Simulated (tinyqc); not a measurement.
Inside a calculation. Model: off-state leakage of single and stacked transistors.

Program tinyqc, `OMP_NUM_THREADS=1 python tinyqc.py 2242145 2242146 out.jsonl`; Intel Xeon 2.30GHz, shared host, one thread, about 0.03 s. Printed values are rounded.

n-channel devices of unit width. Subthreshold current I(Vg, Vs, Vd) = I0 (T/300 K)^0.5 exp[(Vg - Vs - VT(T) - gb (Vs - Vb) + dd (Vd - Vs))/(nf Vt)] (1 - exp(-(Vd - Vs)/Vt)), VT(T) = VT - cT (T - 300 K). Gate-edge tunnelling Ig (Vd/1 V) exp(ag (Vd - 1 V)), for a gate at 0 V, and band-to-band leakage Ab u exp(-Bb/u), u = Vd - Vb + 1 V, flow at a drain held at V; both are taken as independent of T. In a stack of off transistors (all gates at 0 V) the same subthreshold current passes through each.

Values chosen for this exercise; values of the order met in bulk silicon logic transistors:
- T = 300 K (temperature)
- V = 0.9 V (supply voltage)
- VT = 0.28 V (threshold at 300 K, zero drain and body bias)
- cT = 0.7 mV/K (fall of the threshold with temperature)
- I0 = 0.92 uA/um (current at threshold at 300 K)
- nf = 1.46 (slope factor)
- dd = 0.12 (drain-induced lowering per volt)
- gb = 0.19 (rise of the threshold per volt of source-body bias)
- Ig = 0.0004 uA/um (gate-edge tunnelling current at 1 V)
- ag = 5.4 1/V (exponential slope of the gate current)
- Ab = 200 uA/(um V) (prefactor of band-to-band leakage at the drain)
- Bb = 28 V (its exponential voltage)
- Vb = -0.3 V (body voltage)

Constants: q = 1.602176634e-19 C, kB = 1.380649e-23 J/K, Vt = kB T/q. Results are converted to the units shown.

## Leakage of one transistor

Vg = Vs = 0, Vd = V; effective threshold VT(T) - gb Vb - dd V.

effective threshold = 0.229 V
parts (nA/um): subthreshold 2.13224, gate edge 0.209789, band-to-band 1.30638
total = 3.64840 nA/um
shares (%): subthreshold 58.4430, gate edge 5.75017, band-to-band 35.8068

The subthreshold part is the largest.

## Starting value

Vx = dd V/(1 + gb + 2 dd), the solution for Vx well above Vt, rounded to three decimals.

Vx at the start = 0.076 V

## Iteration 1: new Vx

Stack of two, Vx the node between them: I_low = I(0, 0, Vx), I_up = I(0, Vx, V), f = ln(I_up/I_low), f' = -(1 + gb + 2 dd)/(nf Vt) - 1/(Vt (exp(Vx/Vt) - 1)) - 1/(Vt (exp((V - Vx)/Vt) - 1)), Vx(new) = Vx - f/f'.

I_low = 0.147060 nA/um
I_up = 0.152498 nA/um
f = 0.0363088
f' = -40.0464 1/V
Vx after iteration 1 = 0.0769067 V

## Iteration 2: new Vx

As before.

I_low = 0.147768 nA/um
I_up = 0.147774 nA/um
f = 3.57849e-5
f' = -39.9680 1/V
Vx after iteration 2 = 0.0769076 V

## Course of the iteration

Stop when the step is below 1e-11 V, or after 40 iterations.

Course of the iteration:
```
iteration  Vx before the step (V)  step (V)
1                           0.076   9.07e-4
2                       0.0769067   8.95e-7
3                       0.0769076  8.51e-13
```

Converged in 3 iterations. The subthreshold current of the stack is 0.1478 nA/um, 14.4 times less than that of one transistor (the drain leakage is unchanged); the estimate exp[dd V (1 + gb + dd)/((1 + gb + 2 dd) nf Vt)] gives 13.8.
